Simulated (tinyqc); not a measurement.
Shortcuts against the integral: sheet resistance and Hall data of a diffused or implanted layer. Computed by tinyqc, a small Python program. Command: `OMP_NUM_THREADS=1 python tinyqc.py 3003364 3003365 out.jsonl layer walk`. One thread of a shared host (Intel(R) Xeon(R) Processor @ 2.30GHz), about 0.01 s of CPU time with the checks.

Carriers are taken equal to the net active doping down to the junction (full ionisation, which deep dopants in wide-gap hosts do not reach; no spill-over, no depletion), and the Hall factor is 1.

Inputs (values chosen for the exercise, modelled on boron in silicon):
```
quantity                                 value        unit
mu_min                                    42.7  cm^2/(V s)
mu_max                                     482  cm^2/(V s)
N_ref                                  2.1e+17      1/cm^3
exponent alpha                            0.71           -
peak concentration N_0                 6.1e+17      1/cm^3
length scale l                             8.8          nm
background doping N_B (opposite type)    2e+16      1/cm^3
```

Profile: box. Activation: complete.

Constants: e = 1.602176634e-19 C.

Method:
- N(x) = N_0 down to x_j = l, dose N_0 l.
- Mobility mu = mu_min + (mu_max - mu_min)/(1 + (N_t/N_ref)^alpha), N_t = active doping + N_B; carriers n = active doping - N_B, all dopants active.
- Integrals from x_0 (0 unless stated) to x_j by the midpoint rule on 400 even intervals: 1/R_s = e int n mu dx; sheet density n_s = int n dx; Hall sheet density (int n mu dx)^2/int n mu^2 dx; Hall mobility int n mu^2 dx/int n mu dx.
- Mean conductivity 1/(R_s x_j); mean mobility 1/(e n_s R_s).
- Shortcuts: R_s = 1/(e Q mu) with the dose Q and the mobility at the (active) peak concentration; 1/(e n_s mu) with mu at N_t = n_s/x_j + N_B; 1/(e Q mu_max).

sheet resistance R_s = 66497.6 ohm

dose = 5.36800e+11 1/cm^2

sheet density n_s = 5.19200e+11 1/cm^2

junction depth x_j = 8.8 nm

Sheet resistances:
```
method                                   R_s (ohm)  deviation (%)
integral                                     66498          0.000
dose, mobility at the peak                   64317         -3.279
n_s, mobility at the mean concentration      65706         -1.190
dose, mu_max                                 24123        -63.724
```

What does the comparison show, and why?

The closest shortcut is «n_s, mobility at the mean concentration» (-1.2 %).  Caution: the layer is not thick against surface and junction depletion widths, which remove carriers that this model counts.

Extremes, crossings and ranges named in words are read from the listed rows.
